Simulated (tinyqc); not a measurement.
# Frequency dispersion of an accumulation capacitance by border traps, distributed model: two studies

Traps spread evenly through the insulator exchange electrons with the semiconductor by tunnelling, with tau(x) = t0 exp(2 ka x) at depth x from the interface. The admittance per area Y seen at depth x obeys dY/dx = -Y^2/(i w eps0 eox) + q Nb ln(1 + i w tau)/tau, with Y(0) = i w Cs and w = 2 pi f; the gate sees Y(tox) = G + i w C. Working variable y = Y/(i w), in uF/cm^2. Cox = eps0 eox/tox.

Values chosen for this exercise; permittivity close to that of aluminium oxide: relative permittivity of the insulator eox = 8.8; insulator thickness tox = 11 nm; semiconductor capacitance in accumulation Cs = 0.81 uF/cm^2; density of border traps Nb = 1e20 cm^-3 eV^-1; decay constant of the wave function in the insulator ka = 3.1 1/nm; time constant of a trap at the interface t0 = 2e-10 s; frequency f = 100 Hz.

Constants: q = 1.602176634e-19 C, eps0 = 8.8541878128e-14 F/cm where lengths are in cm. Results are converted to the units shown.

Each table varies one quantity; the others keep the values above.

## Capacitance and loss against frequency

Cox; trap-free value 1/(1/Cox + 1/Cs); response depth d = ln(1/(w t0))/(2 ka), where w tau = 1; lumped estimate: all traps within d act as C_bt = q Nb d placed at d/2, so C = 1/{1/[1/(1/Cs + d/(2 eps0 eox)) + C_bt] + (tox - d/2)/(eps0 eox)}. C and G from a fine integration; dispersion -d C/d log10 f over C, from f times and over 1.1. For a broad spread of time constants G/w is close to -(pi/2) dC/d ln w.

The same in every row: trap-free C (uF/cm^2) = 0.3779.

Capacitance and loss against frequency:
```
f (Hz)  d (nm)  C (uF/cm^2)  G/w (uF/cm^2)  dispersion (% a decade)  -(pi/2) dC/d ln w (uF/cm^2)  lumped C (uF/cm^2)
10       2.934       0.7613        0.02185                    4.196                      0.02179              0.7100
100      2.563       0.7298        0.02130                    4.264                      0.02123              0.6874
1000     2.191       0.6988        0.02122                    4.431                      0.02112              0.6635
10000    1.820       0.6676        0.02176                    4.747                      0.02162              0.6376
1e5      1.449       0.6350        0.02320                    5.305                      0.02298              0.6082
1e6      1.077       0.5996        0.02611                    6.289                      0.02572              0.5735
1e7     0.7059       0.5585        0.03161                    8.116                      0.03092              0.5293
```

C falls from 0.7613 to 0.5585 uF/cm^2, towards the trap-free 0.3779; each decade of frequency removes ln 10/(2 ka) = 0.371 nm from the response depth. The dispersion rises from 4.20 to 8.12 % a decade and G/w goes from 0.0219 through a minimum of 0.0212 (at f = 1000 Hz among the rows listed) to 0.0316 uF/cm^2. G/w lies between 1.00 and 1.02 times -(pi/2) dC/d ln w, the relation for a broad spread of time constants.

## Effect of the semiconductor capacitance in accumulation

Same model as above.

The same in every row: d (nm) = 2.563.

Effect of the semiconductor capacitance in accumulation:
columns A: Cs (uF/cm^2); B: C (uF/cm^2); C: G/w (uF/cm^2); D: dispersion (% a decade); E: -(pi/2) dC/d ln w (uF/cm^2); F: lumped C (uF/cm^2); G: trap-free C (uF/cm^2)
```
A          B        C      D        E       F       G
0.2   0.7225  0.02279  4.603  0.02269  0.6757  0.1560
0.39  0.7250  0.02227  4.484  0.02218  0.6799  0.2515
0.75  0.7292  0.02143  4.292  0.02135  0.6864  0.3643
1.4   0.7351  0.02027  4.031  0.02021  0.6954  0.4704
2.8   0.7434  0.01868  3.678  0.01865  0.7076  0.5653
5.4   0.7517  0.01717  3.345  0.01715  0.7190  0.6262
10    0.7584  0.01600  3.091  0.01599  0.7278  0.6615
20    0.7638  0.01508  2.895  0.01509  0.7346  0.6841
```

What does the table show?

As Cs goes from 0.2 to 20, C rises from 0.722 to 0.764 uF/cm^2, the dispersion falls from 4.60 to 2.90 % a decade and G/w falls from 0.0228 to 0.0151 uF/cm^2. The lumped estimate is 6.5 % below C in the first row and 3.8 % below it in the last. The same traps disperse C more when Cs is small, since they then add to the weaker series term.

tinyqc, about 0.7 s, one thread, Intel Xeon 2.30GHz (shared host): `OMP_NUM_THREADS=1 python tinyqc.py 2202035 2202036 out.jsonl`
